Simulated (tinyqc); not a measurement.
## Coupling and phonon occupation from the scattering functions

Problem. A level coupled to a phonon of energy w0 has, in the self-consistent Born approximation, Sin(E) = M^2 [(Nq + 1) Gn(E + w0) + Nq Gn(E - w0)], Sout(E) = M^2 [(Nq + 1) Gp(E - w0) + Nq Gp(E + w0)]. Find M, Nq and, from Nq = 1/(exp(w0/kB T) - 1), the phonon temperature.

Inputs (values chosen for the exercise): phonon energy w0 = 80 meV.

Constants: q = 1.602176634e-19 C, kB = 1.380649e-23 J/K. Results are converted to the units shown.

Gn at E - w0 and E + w0 (1/meV): 0.0083361616  0.0039654008
Gp at E - w0 and E + w0 (1/meV): 0.0046548508  0.0056554189
Sin and Sout at E (meV): 1.8196193  2.0576086

Answer. Both equations are linear in M^2 and M^2 Nq.

M = 20.00 meV
Nq = 0.04744
T = 300.0 K

Numbers from tinyqc (`OMP_NUM_THREADS=1 python tinyqc.py 2720026 2720027 out.jsonl`; about 0.07 s on one thread of a shared Intel Xeon 2.30GHz).
